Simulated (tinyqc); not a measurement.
MOS capacitor on an n-type substrate, surface potential from the exact charge relation: one step of the calculation.

Uniform n-type substrate, Boltzmann statistics, full ionisation, classical densities. psi is the surface potential against the body (positive when the bands bend down) and u = -psi/Vt. Traps are spread evenly over the gap and neutral at flat band, so their charge is -q Dit psi; the minority quasi-Fermi level is shifted by Vb.

Problem. Flat band, threshold and scales. ni = sqrt(Nc Nv) exp(-Eg/(2 Vt)), Eg in volts; phiF = Vt ln(N/ni); Cox = eps0 eox/tox; Vfb = phiM - chi - Vt ln(Nc/N) - q Nf/Cox; Q0 = sqrt(2 eps0 eps_r q N Vt); r = (ni/N)^2 exp(-Vb/Vt); VT = Vfb - [(2 phiF + Vb)(1 + q Dit/Cox) + sqrt(2 eps0 eps_r q N (2 phiF + Vb))/Cox].

Parameters, values chosen for the exercise; band and dielectric values close to those of 4H silicon carbide:
- T = 293 K (temperature)
- Eg = 3.32 eV (band gap)
- eps_r = 9.56 (relative permittivity)
- Nc = 1.67e19 cm^-3 (conduction-band density of states at T)
- Nv = 2.37e19 cm^-3 (valence-band density of states at T)
- chi = 3.67 eV (electron affinity)
- N = 6e15 cm^-3 (donor density of the substrate)
- eox = 21.4 (relative permittivity of the gate insulator (close to hafnium oxide))
- tox = 51 nm (insulator thickness)
- phiM = 4.09 eV (gate work function)
- Nf = 0 cm^-2 (fixed charge at the interface, in units of q)
- Dit = 4.2e10 cm^-2 eV^-1 (density of interface traps)
- Vb = 0 V (reverse bias of the inversion layer against the body)

Constants: q = 1.602176634e-19 C, kB = 1.380649e-23 J/K, Vt = kB T/q, eps0 = 8.8541878128e-14 F/cm where lengths are in cm. Results are converted to the units shown.

Wanted: ni; phiF; Cox; Vfb; Q0; r; VT.

Solution.

ni = 5.568e-10 cm^-3
phiF = 1.455 V
Cox = 0.3715 uF/cm^2
Vfb = 0.2197 V
Q0 = 6.410 nC/cm^2
r = 8.613e-51
VT = -2.929 V

Numbers from tinyqc (`OMP_NUM_THREADS=1 python tinyqc.py 2060153 2060154 out.jsonl`; about 0.01 s on one thread of a shared Intel Xeon 2.30GHz).
